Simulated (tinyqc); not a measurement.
From results back to parameters: configuration-coordinate model of carrier capture at a defect. Four cases, with inputs chosen for the exercise.

Problem. For two parabolas of equal curvature the ionisation peak lies at ET + ER, the emission barrier is (ER + ET)^2/(4 ER), and the standard deviation of the band at T = 0 is sqrt(ER hw). The values come from hidden ET, ER and hw.

Case 1.

ionisation peak = 1.1800 eV
emission barrier = 0.725208 eV
standard deviation at T = 0 = 0.138564 eV

Case 2.

ionisation peak = 0.8200 eV
emission barrier = 0.266825 eV
standard deviation at T = 0 = 0.093915 eV

Case 3.

ionisation peak = 1.5200 eV
emission barrier = 0.412571 eV
standard deviation at T = 0 = 0.236643 eV

Case 4.

ionisation peak = 1.2300 eV
emission barrier = 0.641059 eV
standard deviation at T = 0 = 0.135241 eV

Find: ET, ER, hw; capture barrier.

Solution. ER is the squared peak energy over four times the emission barrier; ET is the rest, hw = variance/ER, and the capture barrier is the emission barrier less ET.

Case 1.

ET, ER, hw (eV): 0.700  0.480  0.040

capture barrier = 0.025 eV

Case 2.

ET, ER, hw (eV): 0.190  0.630  0.014

capture barrier = 0.077 eV

Case 3.

ET, ER, hw (eV): 0.120  1.400  0.040

capture barrier = 0.293 eV

Case 4.

ET, ER, hw (eV): 0.640  0.590  0.031

capture barrier = 0.001 eV

Computed by tinyqc, one run a case: `OMP_NUM_THREADS=1 python tinyqc.py N N+1 out.jsonl` with N = 1480072, 1480104, 1480109, 1480118; one thread of a shared Intel(R) Xeon(R) Processor @ 2.30GHz, about 0.01 s a run at most.
